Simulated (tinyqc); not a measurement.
Filling the band: three-level Kane dispersion of a narrow-gap semiconductor.

Zero of energy at Gamma8, c = hbar^2/2m0, P^2 = Ep c. The free-electron term and remote bands are left out, so the heavy holes are flat at E = 0 and the other three bands obey E (E - Eg)(E + Dso) = P^2 k^2 (E + 2 Dso/3). The conduction band is the highest root; its edge is Ec = max(Eg, 0).

Degenerate electrons at T = 0: kF = (3 pi^2 n)^(1/3), 1 cm^-3 = 1e-24 angstrom^-3; EF is the highest root at kF. The momentum (cyclotron, optical) mass is m(E) = hbar^2 k/(dE/dk) = c d(k^2)/dE with d(k^2)/dE = k^2 [1/E + 1/(E - Eg) + 1/(E + Dso) - 1/(E + 2 Dso/3)]; the density of states is k d(k^2)/dE/(2 pi^2).

Edge mass m0* = Eg (Eg + Dso)/(Ep (Eg + 2 Dso/3)).
Constants: hbar^2/2m0 = 3.80998211 eV angstrom^2.

Inputs chosen for the exercise (out of a larger set: near those of GaSb; not measured data):
- Eg = 0.823 eV (E(Gamma6) - E(Gamma8))
- Dso = 0.79 eV (spin-orbit splitting)
- Ep = 27.8 eV (Kane energy)

n from 1e15 to 1e19 cm^-3. The last column is the local power d ln(EF - Ec)/d ln n = kF^2/(1.5 (EF - Ec) d(k^2)/dE).

Results:
```
n (cm^-3)  kF (1/angstrom)  EF - Ec (meV)  parabolic (meV)   m(EF)  m(EF)/m0*  power
1.0e+15            0.00309            1.0              1.0  0.0355       1.00  0.666
1.0e+16            0.00667            4.8              4.8  0.0357       1.01  0.663
3.0e+16            0.00961            9.8             10.0  0.0361       1.02  0.660
1.0e+17            0.01436           21.7             22.2  0.0371       1.05  0.652
3.0e+17            0.02071           44.1             46.2  0.0388       1.10  0.637
1.0e+18            0.03094           93.5            103.1  0.0426       1.20  0.610
3.0e+18            0.04462          179.4            214.4  0.0491       1.39  0.574
1.0e+19            0.06665          347.9            478.4  0.0618       1.75  0.525
```

The power falls from 0.666 to 0.525: 2/3 marks a parabola, 1/3 a linear band. The parabola is within 10 % up to n = 3.0e+17 cm^-3. The mass ends at 1.75 times its edge value. Side valleys are left out; where they lie low (GaSb, grey Sn: about 0.1 eV) they take the electrons long before the last rows.

Program tinyqc; command `OMP_NUM_THREADS=1 python tinyqc.py 1050356 1050357 out.jsonl`; about 0.01 s on one thread of a shared Intel(R) Xeon(R) Processor @ 2.30GHz.
